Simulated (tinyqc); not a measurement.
Minority-electron transport through the base of a bipolar transistor (Moll-Ross and Kroemer integrals). Inputs raised by 5 %, one at a time. Computed by tinyqc, a small Python program. Command: `OMP_NUM_THREADS=1 python tinyqc.py 3016967 3016968 out.jsonl base sens`. One thread of a shared host (Intel(R) Xeon(R) Processor @ 2.30GHz), about 0.01 s of CPU time with the checks.

Low injection, one dimension, x from the emitter edge (0) to the collector edge (W), s = x/W. Recombination is treated as a small correction (valid for tau_B well below tau_n), computed from the stored charge.

Inputs (values chosen for the exercise, modelled on SiGe):
```
quantity                                     value        unit
intrinsic density n_i at the emitter edge  7.6e+10      1/cm^3
base doping at the emitter edge N_0        1.7e+19      1/cm^3
base width W                                   190          nm
mu_min                                         120  cm^2/(V s)
mu_max                                        1130  cm^2/(V s)
N_ref                                      1.3e+17      1/cm^3
saturation velocity v_s                       0.71    1e7 cm/s
electron lifetime tau_n                        280          ns
emitter Gummel number G_E                  1.7e+13      s/cm^4
base-emitter voltage V_BE                     0.68           V
temperature T                                  300           K
doping ratio N_0/N(W)                           53           -
```

Base doping profile: exponential. Gap grading: none. Exit of the base: saturation velocity.

Constants: k_B = 8.617333262e-05 eV/K; e = 1.602176634e-19 C.

Method:
- N(x) = N_0 (ratio)^(-s); n_i(x) = n_i; D(x) = (k_B T/e) mu, mu = mu_min + (mu_max - mu_min)/(1 + (N/N_ref)^0.7).
- With y(x) = N n_i^2/(D n_i(x)^2): base Gummel number G_B = int_0^W y dx + N(W) n_i^2/(v_s n_i(W)^2); J_C = e n_i^2 exp(e V_BE/k_B T)/G_B; n(x) = (J_C/e)(n_i(x)^2/(N n_i^2)) [int_x^W y dx + the same exit term]; transit time tau_B = (e/J_C) int n dx; trapezoid rule on 401 even points.
- Emitter-limited gain beta_E = G_E/G_B; recombination-limited gain beta_R = tau_n/tau_B; 1/beta = 1/beta_E + 1/beta_R; f_T from the base alone = 1/(2 pi tau_B).

Runs; columns: (1) input moved; (2) from; (3) to; (4) base transit time tau_B (ps); (5) current gain beta; (6) collector current density J_C (A/cm^2); (7) base Gummel number G_B (s/cm^4):
```
(1)                                     (2)        (3)     (4)     (5)     (6)         (7)
base run                                  -          -  10.826  0.9945  14.355  1.7093e+13
base width W (nm)                       190      199.5  11.901  0.9473  13.673  1.7946e+13
doping ratio N_0/N(W)                    53      55.65  10.661  1.0065  14.528  1.6890e+13
mu_min (cm^2/(V s))                     120        126  10.605  1.0265  14.818  1.6560e+13
electron lifetime tau_n (ns)            280        294  10.826  0.9945  14.355  1.7093e+13
emitter Gummel number G_E (s/cm^4)  1.7e+13  1.785e+13  10.826  1.0442  14.355  1.7093e+13
saturation velocity v_s (1e7 cm/s)     0.71     0.7455  10.795  0.9946  14.357  1.7091e+13
base-emitter voltage V_BE (V)          0.68      0.714  10.826  0.9945  53.480  1.7093e+13
```

Exponents ln(y'/y) / ln(x'/x):
```
input                      base transit time tau_B  current gain beta  collector current density J_C  base Gummel number G_B
base width W                                 1.940             -0.997                         -0.997                   0.997
doping ratio N_0/N(W)                       -0.316              0.245                          0.245                  -0.245
mu_min                                      -0.423              0.650                          0.650                  -0.650
electron lifetime tau_n                      0.000              0.000                          0.000                   0.000
emitter Gummel number G_E                    0.000              1.000                          0.000                   0.000
saturation velocity v_s                     -0.060              0.003                          0.003                  -0.003
base-emitter voltage V_BE                    0.000              0.000                         26.956                   0.000
```

Among the inputs moved here: base transit time tau_B answers most in size to base width W (exponent +1.940), next to mu_min (-0.423); its exponent is below 0.0005 for electron lifetime tau_n, emitter Gummel number G_E, base-emitter voltage V_BE. Its exponent +1.940 in base width W: diffusion, or drift in a field proportional to 1/W. current gain beta answers most in size to emitter Gummel number G_E (exponent +1.000), and about equally to base width W (-0.997); its exponent is below 0.0005 for electron lifetime tau_n, base-emitter voltage V_BE. Its exponent -0.997 in base width W: emitter-limited gain, or recombination with a transit time limited by the exit velocity. Collector current density J_C answers most in size to base-emitter voltage V_BE (exponent +26.956), next to base width W (-0.997); its exponent is below 0.0005 for electron lifetime tau_n, emitter Gummel number G_E. base Gummel number G_B answers most in size to base width W (exponent +0.997), next to mu_min (-0.650); its exponent is below 0.0005 for electron lifetime tau_n, emitter Gummel number G_E, base-emitter voltage V_BE. Its exponent +0.997 in base width W: G_B counts dopants per area.

Caution (rows base run, base width W, electron lifetime tau_n, saturation velocity v_s, base-emitter voltage V_BE): a current gain below 1 is far from a working transistor: the base is too heavily doped or too wide for this emitter and lifetime.
